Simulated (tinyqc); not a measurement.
Plain band against climbing image: nudged elastic band on a two-dimensional model surface. Computed by tinyqc, a small Python program. Command: `OMP_NUM_THREADS=1 python tinyqc.py 3004480 3004481 out.jsonl neb walk`. One thread of a shared host (Intel(R) Xeon(R) Processor @ 2.30GHz), about 0.1 s of CPU time with the checks.

V(x, y) = -A (cos kx + cos ky) - B cos kx cos ky + (C sin ky + S sin kx)(1 - cos kx), k = 2 pi/a; the atom hops from the minimum at (0, 0) to that at (a, 0).

Inputs (values chosen for the exercise, for a model surface):
```
quantity              value           unit
amplitude A            0.37             eV
amplitude B           0.018             eV
skew C                0.071             eV
asymmetry S          -0.039             eV
period a                2.8       angstrom
spring constant k_s    0.49  eV/angstrom^2
step factor eta        0.24  angstrom^2/eV
```

Surface: adatom on a square lattice. Climbing image: off.

Method:
- Newton steps x(new) = x - H^-1 grad V (moves limited to 0.3 angstrom) from (0, 0), (a, 0) and (a/2, 0) give the two minima and the saddle.
- Tangent at image i: towards the higher neighbour if the energies rise or fall through i; at a maximum or minimum, tau = t+ dmax + t- dmin if V(i+1) > V(i-1), else t+ dmin + t- dmax, with t+ = R(i+1) - R(i), t- = R(i) - R(i-1) and dmax, dmin the larger and smaller of |V(i+1) - V(i)| and |V(i-1) - V(i)|; then normalise. Force F = -grad V + (grad V.tau) tau + k_s (|t+| - |t-|) tau.
- With a climbing image, the highest image feels instead F = -grad V + 2 (grad V.tau) tau and no spring.
- Update R(new) = R + eta F; the end points stay fixed.
- Images are counted without the end points, and convergence is judged on the largest force on an image. Each run starts on the straight line with the same k_s and eta, for at most 1500 iterations; errors are against the Newton saddle; a dash marks a run that did not reach 1e-4 eV/angstrom.

positions (angstrom):
```
              x         y
start   0.00000   0.00000
end     2.80000   0.00000
saddle  1.49201  -0.16906
```

energies (eV): start -0.758000, end -0.758000, saddle -0.001394

barrier from the start = 0.756606 eV

Error of the highest image (meV) and iterations:
```
images  plain, error  plain, iterations  climbing, error  climbing, iterations
2           -141.688                 15                0                    32
3             -8.141                 15                0                    27
4            -36.744                 16                0                    53
5             -8.129                 22                0                    47
6            -12.203                 27                0                    77
8             -4.268                 38                0                    95
10            -1.348                 47                0                   105
```

What does the comparison show, and why?

The plain band underestimates the barrier by 1.35 to 141.69 meV, depending on how near an image falls to the saddle (worst for 2 images, best for 10). The climbing image is within about 0.001 meV in every converged run, so few images suffice for the barrier.

Extremes, crossings and ranges named in words are read from the listed rows.
